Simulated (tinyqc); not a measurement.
## Gate work function from the charge

Problem. For an undoped double gate, Q = 8 eps0 eps_r Vt beta tan(beta)/ts with 0 < beta < pi/2, and at the source (Vg - dphi)/(2 Vt) - ln[(2/ts) sqrt(2 eps0 eps_r Vt/(q ni))] = ln(beta) - ln(cos beta) + 2 r beta tan(beta), r = eps_r tox/(eox ts). Find beta and dphi.

Values chosen for this exercise; material values those of a made-up semiconductor: temperature T = 300 K; relative permittivity of the semiconductor eps_r = 13.4; relative permittivity of the gate insulator eox = 25; insulator thickness tox = 14 nm; body thickness ts = 15 nm; gate voltage Vg = 1.16 V.

Constants: q = 1.602176634e-19 C, kB = 1.380649e-23 J/K, Vt = kB T/q, eps0 = 8.8541878128e-14 F/cm where lengths are in cm. Results are converted to the units shown.

Qs = 1722.3278 nC/cm^2
ni = 7.8047122e10 cm^-3

Solution. beta tan(beta) rises from 0 without bound on the interval, so the charge fixes beta; the second relation is then explicit in dphi. At this charge the surface density passes 0.3 Nc, so the classical Boltzmann model is only formal.

beta = 1.435
dphi = 0.08000 V

Computed by the program tinyqc: `OMP_NUM_THREADS=1 python tinyqc.py 2440110 2440111 out.jsonl`, one thread of a shared Intel Xeon 2.30GHz, about 0.02 s for the whole run.
